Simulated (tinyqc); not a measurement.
Worked calculation: extended Hueckel theory, for H6. One step of it, computed by the program tinyqc.

Problem. Wolfsberg-Helmholz matrix. H_ij = K' S_ij (H_ii + H_jj)/2 for i != j (the diagonal keeps H_ii), with K' = 2.

overlap S, order 1H 1s, 2H 1s, 3H 1s, 4H 1s, 5H 1s, 6H 1s:
```
[[1.000000, 0.524764, 0.114906, 0.022507, 0.002923, 0.000388],
 [0.524764, 1.000000, 0.454581, 0.114906, 0.018095, 0.002923],
 [0.114906, 0.454581, 1.000000, 0.524764, 0.114906, 0.022507],
 [0.022507, 0.114906, 0.524764, 1.000000, 0.454581, 0.114906],
 [0.002923, 0.018095, 0.114906, 0.454581, 1.000000, 0.524764],
 [0.000388, 0.002923, 0.022507, 0.114906, 0.524764, 1.000000]]
```

diagonal H_ii (eV): [-13.600000, -13.600000, -13.600000, -13.600000, -13.600000, -13.600000]

K = 2.000000

Give: H.

Solution.

H (eV), order 1H 1s, 2H 1s, 3H 1s, 4H 1s, 5H 1s, 6H 1s:
```
[[-13.6000, -14.2736, -3.1255, -0.6122, -0.0795, -0.0106],
 [-14.2736, -13.6000, -12.3646, -3.1255, -0.4922, -0.0795],
 [-3.1255, -12.3646, -13.6000, -14.2736, -3.1255, -0.6122],
 [-0.6122, -3.1255, -14.2736, -13.6000, -12.3646, -3.1255],
 [-0.0795, -0.4922, -3.1255, -12.3646, -13.6000, -14.2736],
 [-0.0106, -0.0795, -0.6122, -3.1255, -14.2736, -13.6000]]
```
